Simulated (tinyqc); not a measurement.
Front-illuminated p-i-n photodiode, quantum efficiency and bandwidth: two steps of the calculation.

Light enters through a p layer (0 to xp), a depleted layer (xp to xp + wi) and a thick n substrate, decaying as exp(-al x); one pass, no back reflection. Carriers made in the depleted layer are all collected; those in the neutral layers diffuse.

Parameters, values chosen for the exercise; values close to those of germanium at this wavelength:
```
symbol   value    unit                                         meaning
lam       1310      nm                                      wavelength
al        7190    1/cm                          absorption coefficient
Rf        0.05                           reflectance of the front face
eps_r     15.9                                   relative permittivity
xp        0.13      um                  thickness of the front p layer
wi        0.43      um                 thickness of the depleted layer
Dn          18  cm^2/s   electron diffusion coefficient in the p layer
Ln         4.9      um        electron diffusion length in the p layer
S          300    cm/s     recombination velocity of the front surface
Lp         9.7      um  hole diffusion length in the thick n substrate
ve      5.81e6    cm/s                         electron drift velocity
vh       4.1e6    cm/s                             hole drift velocity
dia        270      um                                        diameter
RL          50     ohm                                 load resistance
Cp           6      fF                           parasitic capacitance
f           35     GHz                            modulation frequency
```

Constants: q = 1.602176634e-19 C, h = 6.62607015e-34 J s, c = 299792458 m/s, eps0 = 8.8541878128e-14 F/cm where lengths are in cm. Results are converted to the units shown.

Task 1. Quantum efficiency. k = al Ln, s = S Ln/Dn, e = exp(-al xp); front layer f1 = (k/(k^2 - 1)) {[s + k - e (s cosh(xp/Ln) + sinh(xp/Ln))]/[s sinh(xp/Ln) + cosh(xp/Ln)] - k e}; depleted layer f2 = e (1 - exp(-al wi)); substrate f3 = e exp(-al wi) al Lp/(1 + al Lp); external efficiency (1 - Rf)(f1 + f2 + f3); responsivity = efficiency q lam/(h c).

Find: s; f1; f2; f3; external efficiency; responsivity.

Result 1.

s = 0.0081667
f1 = 0.089204
f2 = 0.24221
f3 = 0.58471
external efficiency = 0.87032
responsivity = 0.91957 A/W

The front layer absorbs 8.92 % of the light that enters and collects 100 % of that. Diffusion from the neutral layers makes up 73.6 % of the current.

Task 2. Response at one frequency. Drift response for pairs made in the depleted layer, a = al wi, g = 1 - exp(-a), u = 2 pi i f, te = wi/ve, th = wi/vh: electrons He = [g - a (exp(-a) - exp(-u te))/(u te - a)]/(u te g), holes Hh = [g - a (1 - exp(-a - u th))/(a + u th)]/(u th g); C = eps0 eps_r pi (dia/2)^2/wi + Cp; total |He + Hh|/sqrt(1 + (2 pi f RL C)^2), for the current of the depleted layer alone.

Give: te; th; He; Hh; |He + Hh|; C; total response.

Result 2.

te = 7.4010 ps
th = 10.488 ps
He = 0.41530-0.25515i
Hh = 0.30477-0.27378i
|He + Hh| = 0.89346
C = 18751 fF
total response = 0.0043333

The drift response alone falls to 1/sqrt(2) at 61.5 GHz and the RC term alone at 0.170 GHz; together they give 0.170 GHz for this part of the current; the diffusion currents, left out, respond on their own time scales.

Program tinyqc, `OMP_NUM_THREADS=1 python tinyqc.py 2250104 2250105 out.jsonl`; Intel Xeon 2.30GHz, shared host, one thread, about 0.01 s.
